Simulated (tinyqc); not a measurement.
Inside a calculation. Method: tight binding, kagome lattice. Computed by tinyqc, a small Python program that keeps every step. Settings: t1 = 1.93, t2 = 1.93, delta = 0, bands filled = 1. Command: `OMP_NUM_THREADS=1 python tinyqc.py 23123 23124 out.jsonl` (the two numbers bound the seeds that draw the settings). One thread of a shared host (Intel(R) Xeon(R) Processor @ 2.60GHz), about 0.01 s of CPU time with the checks.

## Bloch Hamiltonian at k

Parameters chosen for this model:

| parameter | value | unit |
|---|---|---|
| t1 | 1.930000 | eV, up triangles |
| t2 | 1.930000 | eV, down triangles |
| delta | 0 | eV on site C |

k point k (fractions of the reciprocal vectors): -0.430000  0.120000

H_AB = -t1 - t2 exp(-i k.a1), H_AC = -t1 - t2 exp(-i k.a2), H_BC = -t1 - t2 exp(i k.(a1 - a2)), H_CC = delta.

H(k) at k (eV), lower triangle (Hermitian):
```
                     A                    B         C
A             0.000000
B  -0.183684+0.821754i             0.000000
C  -3.336909-1.321176i  -0.094461+0.596403i  0.000000
```

## Levels at k

Diagonalise the Hermitian matrix.

eigenvalues (eV): -3.597156  -0.262844  3.860000

weights |c|^2 of the basis functions:
```
     band 1    band 2    band 3
A  0.505738  0.021498  0.472764
B  0.002375  0.931951  0.065674
C  0.491887  0.046551  0.461562
```

## Bloch Hamiltonian at K

k point K (fractions of the reciprocal vectors): 0.333333  0.666667

As before.

H(k) at K (eV), lower triangle (Hermitian):
```
                     A                    B         C
A             0.000000
B  -0.965000-1.671429i             0.000000
C  -0.965000+1.671429i  -0.965000-1.671429i  0.000000
```

## Levels at K

As before.

eigenvalues (eV): -1.930000  -1.930000  3.860000

## Bands along a path

The same steps at evenly spaced points between the labelled ones.

Bands along the path (eV):

| k | band 1 | band 2 | band 3 |
|---|---|---|---|
| G | -7.720000 | 3.860000 | 3.860000 |
| G-K 0.25 | -7.202858 | 3.342858 | 3.860000 |
| G-K 0.50 | -5.790000 | 1.930000 | 3.860000 |
| G-K 0.75 | -3.860000 | 0 | 3.860000 |
| K | -1.930000 | -1.930000 | 3.860000 |
| K-M 0.25 | -2.729432 | -1.130568 | 3.860000 |
| K-M 0.50 | -3.342858 | -0.517142 | 3.860000 |
| K-M 0.75 | -3.728474 | -0.131526 | 3.860000 |
| M | -3.860000 | 0 | 3.860000 |
| M-K' 0.25 | -3.728474 | -0.131526 | 3.860000 |
| M-K' 0.50 | -3.342858 | -0.517142 | 3.860000 |
| M-K' 0.75 | -2.729432 | -1.130568 | 3.860000 |
| K' | -1.930000 | -1.930000 | 3.860000 |

With 1 band(s) filled, the highest filled level on these points lies at K and the lowest empty one at K: the bands touch or overlap, so there is no gap.
